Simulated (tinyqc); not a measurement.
# Changing the pressure p

Model: adsorption as a lattice gas: isotherms with interactions, competition, desorption peaks and saturation dose. Computed by tinyqc, a small Python program. Command: `OMP_NUM_THREADS=1 python tinyqc.py 3016377 3016378 out.jsonl adsorb sweep`. One thread of a shared host (Intel(R) Xeon(R) Processor @ 2.30GHz), about 0.01 s of CPU time with the checks.

One adsorbate per site; a molecule needs 2 empty sites. Gas and surface have the same temperature.

Inputs (values chosen for the exercise, for a model surface):
```
quantity                             value    unit
desorption energy E                   1.14      eV
prefactor nu                       1.2e+13     1/s
pair energy w (positive repels)     -0.026      eV
neighbours z                             3       -
site density N_s                        13  1/nm^2
molecular mass M                      50.1       u
sticking coefficient s0               0.22       -
temperature T                          543       K
blocking by a second gas, K_B p_B        5       -
```

Adsorption: dissociative (second order).

Constants: u = 1.6605390666e-27 kg; k_B = 1.380649e-23 J/K; k_B = 8.617333262e-05 eV/K.

Method. Flux F = p/sqrt(2 pi M k_B T); k_d = nu exp(-E/(k_B T)); 2 s0 F (1 - theta)^2 = N_s k_d theta^2, so y = sqrt(2 s0 F/(N_s k_d)), theta = y/(1 + y). With a second gas on the same sites theta = y/(1 + y + K_B p_B). With u = w/(k_B T). Mean field: theta/(1 - theta) = y exp(-z u theta). Quasi-chemical: theta/(1 - theta) = y [(r - 1 + 2 theta)(1 - theta)/((r + 1 - 2 theta) theta)]^(-z/2) exp(-z u/2), r = sqrt(1 - 4 theta (1 - theta)(1 - exp(-u))).

One run for each value:
```
pressure p (Pa)  Langmuir coverage  coverage, mean field  coverage, quasi-chemical  coverage with the second gas
4.40e-05                   0.00861               0.00874                   0.00878                    1.4461e-03
2.00e-04                   0.01819               0.01876                   0.01894                    3.0781e-03
9.50e-04                   0.03881               0.04147                   0.04232                    6.6842e-03
4.40e-03                   0.07995               0.09197                   0.09545                    1.4275e-02
2.00e-02                   0.15630               0.20748                   0.21770                    2.9951e-02
9.50e-02                   0.28762               0.46857                   0.47117                    6.3049e-02
4.40e-01                   0.46493               0.75301                   0.74158                    1.2650e-01
2.00e+00                   0.64943               0.89109                   0.88655                    2.3592e-01
9.50e+00                   0.80149               0.95176                   0.95064                    4.0224e-01
4.40e+01                   0.89679               0.97795                   0.97770                    5.9154e-01
```

What does the table show?

Over the rows, Langmuir coverage rises from 0.00861 to 0.897 (exponent d ln y / d ln x 0.49 between the first rows and 0.073 between the last); coverage, mean field rises from 0.00874 to 0.978 (exponent d ln y / d ln x 0.50 between the first rows and 0.018 between the last); coverage, quasi-chemical rises from 0.00878 to 0.978 (exponent d ln y / d ln x 0.51 between the first rows and 0.018 between the last).
